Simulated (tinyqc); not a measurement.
# Resistance of a source-drain extension with a graded tip: effect of the active doping of the extension far from the gate

y runs along the channel, the gate covers y > 0. The doping is N0 for y < y0 and N0 10^(-(y - y0)/la) beyond, uniform over the depth xj. Sheet conductance s(y) = q mu(N) max(N - Nch, 0) xj + (for y > 0) ma Cox Vo, with mu(N) = u0 + (u1 - u0)/(1 + (N/Nr)^au) and Cox = eps0 eox/tox. Current is taken as one-dimensional; depletion of the tip, spreading and the contact are left out. The metallurgical junction lies at yj, where N = Nch.

R_spacer = integral of dy/s from -Ls to 0, R_ov from 0 to yj, R_channel = (Lg - 2 yj)/(ma Cox Vo), R_total = 2 R_spacer + 2 R_ov + R_channel. Electrical length L_eff = ma Cox dR_total/d(1/Vo); R_series = R_total - L_eff/(ma Cox Vo).

Values chosen for this exercise; mobility law close to that of electrons in silicon: relative permittivity of the gate insulator (close to zirconium oxide) eox = 24.5; insulator thickness tox = 3.9 nm; lateral abruptness la = 6.3 nm/decade; position under the gate where the fall begins (gate edge at 0) y0 = 3.3 nm; depth of the extension xj = 8 nm; channel doping Nch = 6.5e17 cm^-3; spacer length Ls = 24 nm; gate overdrive Vo = 0.6 V; mobility of the gate-induced layer ma = 200 cm^2/(V s); mobility at low doping u1 = 1414 cm^2/(V s); mobility at high doping u0 = 68.5 cm^2/(V s); reference doping Nr = 9.2e16 cm^-3; exponent au = 0.711; gate length Lg = 90 nm.

Constants: q = 1.602176634e-19 C, eps0 = 8.8541878128e-14 F/cm where lengths are in cm. Results are converted to the units shown.

Effect of the active doping of the extension far from the gate:
```
N0 (cm^-3)  yj (nm)  R_spacer (ohm um)  R_ov (ohm um)  R_channel (ohm um)  R_total (ohm um)  L_eff (nm)  R_series (ohm um)
2e19          12.68              99.56          16.28               96.86             328.5       83.51              203.4
3.1e19        13.87              68.83          17.15               93.27             265.2       81.57              143.0
4.7e19        15.01              47.93          17.77               89.85             221.3       79.46              102.2
7.2e19        16.18              32.73          18.22               86.36             188.2       77.11              72.72
1.1e20        17.34              22.19          18.50               82.88             164.3       74.68              52.36
1.7e20        18.53              14.77          18.65               79.31             146.1       72.17              38.02
2.6e20        19.69              9.861          18.71               75.83             133.0       69.74              28.49
4e20          20.87              6.514          18.73               72.30             122.8       67.31              21.94
```

What does the table show?

As N0 goes from 2e19 to 4e20, R_total falls from 329 to 123 ohm um, L_eff falls from 83.5 to 67.3 nm and R_series falls from 203 to 21.9 ohm um.

Numbers from tinyqc (`OMP_NUM_THREADS=1 python tinyqc.py 2282222 2282223 out.jsonl`; about 0.03 s on one thread of a shared Intel Xeon 2.30GHz).
